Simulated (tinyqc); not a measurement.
# Off-state leakage of single and stacked transistors: what changes with what

n-channel devices of unit width. Subthreshold current I(Vg, Vs, Vd) = I0 (T/300 K)^0.5 exp[(Vg - Vs - VT(T) - gb (Vs - Vb) + dd (Vd - Vs))/(nf Vt)] (1 - exp(-(Vd - Vs)/Vt)), VT(T) = VT - cT (T - 300 K). Gate-edge tunnelling Ig (Vd/1 V) exp(ag (Vd - 1 V)), for a gate at 0 V, and band-to-band leakage Ab u exp(-Bb/u), u = Vd - Vb + 1 V, flow at a drain held at V; both are taken as independent of T. In a stack of off transistors (all gates at 0 V) the same subthreshold current passes through each.

Inputs (values chosen for the exercise); values of the order met in bulk silicon logic transistors:

| symbol | value | unit | meaning |
|---|---|---|---|
| T | 300 | K | temperature |
| V | 1 | V | supply voltage |
| VT | 0.3 | V | threshold at 300 K, zero drain and body bias |
| cT | 0.5 | mV/K | fall of the threshold with temperature |
| I0 | 0.38 | uA/um | current at threshold at 300 K |
| nf | 1.35 |  | slope factor |
| dd | 0.05 |  | drain-induced lowering per volt |
| gb | 0.12 |  | rise of the threshold per volt of source-body bias |
| Ig | 0.0002 | uA/um | gate-edge tunnelling current at 1 V |
| ag | 6 | 1/V | exponential slope of the gate current |
| Ab | 1 | uA/(um V) | prefactor of band-to-band leakage at the drain |
| Bb | 27 | V | its exponential voltage |
| Vb | -0.3 | V | body voltage |

Constants: q = 1.602176634e-19 C, kB = 1.380649e-23 J/K, Vt = kB T/q. Results are converted to the units shown.

Each table varies one quantity; the others keep the values above.

## Subthreshold current against the height of the stack

All n gates at 0 V, bottom source at 0 V, top drain at V; node voltages follow from equal currents.

Subthreshold current against the height of the stack:
columns A: n; B: I (nA/um); C: reduction factor; D: drain voltage of the bottom device (mV); E: source voltage of the top device (mV); F: voltage across the top device (V)
```
A         B      C      D      E       F
1    0.1049  1.000   1000      0   1.000
2   0.02228  4.709  46.22  46.22  0.9538
3   0.01263  8.305  17.51  63.14  0.9369
4  0.008845  11.86  11.04  73.78  0.9262
5  0.006814  15.40  8.099  81.56  0.9184
6  0.005545  18.92  6.403  87.71  0.9123
```

Read the table: what changes, and by how much?

The second transistor cuts the current by a factor of 4.71, the third by a further 1.76 and the sixth by 1.23. The top device keeps 91.2 % of the supply at n = 6, while the drain voltage of the bottom one falls to 0.248 Vt.

## Leakage components against the supply voltage

Same model as above.

One transistor with Vg = Vs = 0, Vd = V; stack factor I(one)/I(two in series).

Leakage components against the supply voltage:
```
V (V)  subthreshold (nA/um)  gate edge (nA/um)  band-to-band (nA/um)  total (nA/um)  stack factor  largest part
0.5                 0.05125           0.004979              5.506e-4        0.05678         2.811  subthreshold
0.6                 0.05915            0.01089              0.001280        0.07132         3.092  subthreshold
0.7                 0.06826            0.02314              0.002742        0.09414         3.415  subthreshold
0.8                 0.07878            0.04819              0.005476         0.1324         3.787  subthreshold
0.9                 0.09091            0.09879               0.01029         0.2000         4.216     gate edge
1                    0.1049             0.2000               0.01834         0.3233         4.709     gate edge
1.1                  0.1211             0.4009               0.03122         0.5532         5.278     gate edge
1.2                  0.1397             0.7968               0.05100         0.9875         5.932     gate edge
1.3                  0.1612              1.573               0.08035          1.815         6.684     gate edge
1.4                  0.1861              3.086                0.1226          3.395         7.549     gate edge
```

As V goes from 0.5 to 1.4, the total leakage rises from 0.0568 to 3.40 nA/um. The subthreshold part leads at V = 0.5, the gate edge part from 0.9 on. The reduction by a stack of two rises from 2.81 to 7.55, for the subthreshold part alone.

Program tinyqc, `OMP_NUM_THREADS=1 python tinyqc.py 2242228 2242229 out.jsonl`; Intel Xeon 2.30GHz, shared host, one thread, about 0.03 s.
